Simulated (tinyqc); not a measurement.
Smoothing against break-up: capillary instabilities by surface diffusion: grooving and agglomeration of films, edge retraction, wire break-up and smoothing of roughness. Computed by tinyqc, a small Python program. Command: `OMP_NUM_THREADS=1 python tinyqc.py 3005005 3005006 out.jsonl dewet walk`. One thread of a shared host (Intel(R) Xeon(R) Processor @ 2.30GHz), about 0.01 s of CPU time with the checks.

Isotropic surface energy; shapes change by surface diffusion alone.

Inputs (values chosen for the exercise, for a model film):

| quantity | value | unit |
|---|---|---|
| surface energy gamma_s | 1.88 | J/m^2 |
| grain-boundary energy gamma_b | 0.9 | J/m^2 |
| atomic volume Omega | 11.1 | angstrom^3 |
| surface sites nu | 11 | 1/nm^2 |
| prefactor D0 | 2.2e-05 | m^2/s |
| activation energy Q | 1.6 | eV |
| temperature T | 1072 | K |
| film thickness h | 14 | nm |
| grain radius R | 35 | nm |
| wire radius r | 3.6 | nm |
| initial ripple over radius | 0.05 | - |
| roughness wavelength lambda | 36 | nm |

Grooves: at the surface only.

Constants: k_B = 8.617333262e-05 eV/K; k_B = 1.380649e-23 J/K.

Method:
- Groove angle beta: sin(beta) = gamma_b/(2 gamma). For circular grains of radius R with spherical caps the groove ends (measured from the mean surface) at the depth R g(beta), g = (2 - 3 cos beta + cos^3 beta)/(3 sin^3 beta). The film parts if R g(beta_s) > h.
- B = D_s nu gamma_s Omega^2/(k_B T), D_s = D0 exp(-Q/(k_B T)).
- A wire with r + A cos(k z) has dA/dt = (B/r^4) (kr)^2 [1 - (kr)^2] A: unstable for wavelengths above 2 pi r, fastest at kr = 1/sqrt 2 with the rate B/(4 r^4); break-up time about (4 r^4/B) ln(r/A0); each wavelength makes a sphere of radius (3 r^2 lambda_m/4)^(1/3).
- Roughness of wavelength lambda on a flat face decays as exp[-B (2 pi/lambda)^4 t]; the smoothing time is that for a factor e^3.

beta_s = 13.8489 degrees

Times (s); the last column is (h/(0.780 tan beta_s))^4/B:

| T (K) | B (nm^4/s) | smoothing | wire break-up | groove to depth h |
|---|---|---|---|---|
| 911 | 6.2747e+03 | 0.51525 | 0.32076 | 4477.9 |
| 965 | 1.8531e+04 | 0.17447 | 0.10861 | 1516.2 |
| 1018 | 4.7832e+04 | 0.06759 | 0.04208 | 587.4 |
| 1072 | 1.1384e+05 | 0.02840 | 0.01768 | 246.8 |
| 1126 | 2.4870e+05 | 0.01300 | 0.00809 | 113.0 |
| 1179 | 4.9846e+05 | 0.00649 | 0.00404 | 56.4 |
| 1286 | 1.6942e+06 | 0.00191 | 0.00119 | 16.6 |

What does the comparison show, and why?

All times share 1/B, so their ratios do not depend on T: break-up over smoothing is 0.62. The wire breaks before this roughness is smoothed, at any temperature. Smoothing is safe for lambda well below 2 pi r, above which a ripple along the wire grows instead. B spans 2.4 decades over these rows.
